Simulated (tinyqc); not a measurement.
Threshold-voltage variability of a planar MOSFET, analytic estimates: effect of the oxide-equivalent thickness in inversion.

Three independent sources add in quadrature: random dopants in the depleted layer, metal-gate grains of two orientations, and roughness of the two gate edges acting through the roll-off VT = VT(long) - Vr exp(-L/l). These are first-order estimates: no three-dimensional electrostatics, no percolation.

ni = sqrt(Nc Nv) exp(-Eg/(2 Vt)), Eg in volts; Cox = 3.9 eps0/ti; Wd = sqrt(4 eps0 eps_r Vt ln(Na/ni)/(q Na)); dopants: s1 = (q/Cox) sqrt(Na Wd/(3 L W)). Grains: Ng = L W/G^2 (at least 1), s2 = dW sqrt(p (1 - p)/Ng). Edges, with exponential correlation and u = W/La: the mean gate length has sL^2 = 2 De^2 (2/u)[1 - (1 - exp(-u))/u]; s3 = sL (Vr/l) exp(-L/l). s = sqrt(s1^2 + s2^2 + s3^2). l and Vr are held fixed.

Values chosen for this exercise; material values close to those of silicon: temperature T = 300 K; band gap Eg = 1.13 eV; relative permittivity of the semiconductor eps_r = 11.6; conduction-band density of states at T Nc = 2.78e19 cm^-3; valence-band density of states at T Nv = 2.69e19 cm^-3; channel doping Na = 2.5e18 cm^-3; gate length L = 20 nm; gate width W = 91 nm; metal grain size G = 4 nm; work-function difference of the two grain orientations dW = 0.15 eV; share of the orientation of higher work function p = 0.6; rms roughness of one gate edge De = 2 nm; correlation length of the roughness La = 15 nm; decay length of the threshold roll-off l = 4.6 nm; prefactor of the roll-off Vr = 1 V.

Constants: q = 1.602176634e-19 C, kB = 1.380649e-23 J/K, Vt = kB T/q, eps0 = 8.8541878128e-14 F/cm where lengths are in cm. Results are converted to the units shown.

The same in every row: s2 (mV) = 6.890; s3 (mV) = 4.174.

Effect of the oxide-equivalent thickness in inversion:
```
ti (nm)	s1 (mV)	s (mV)	s sqrt(L W) (mV um)
0.8	11.97	14.43	0.6156
1.2	17.96	19.68	0.8396
1.6	23.94	25.26	1.078
2	29.93	30.99	1.322
2.4	35.91	36.81	1.570
2.8	41.90	42.67	1.820
3.2	47.89	48.56	2.072
```

What does the table show?

As ti goes from 0.8 to 3.2 nm, s rises from 14.4 to 48.6 mV. The dopants are the largest source in the first and the last row. s1 goes on average as ti^(1.00). In every row the depletion depth exceeds L, so source and drain share much of the charge and s1 is rough.

Program tinyqc, `OMP_NUM_THREADS=1 python tinyqc.py 2090007 2090008 out.jsonl`; Intel Xeon 2.30GHz, shared host, one thread, about 0.01 s.
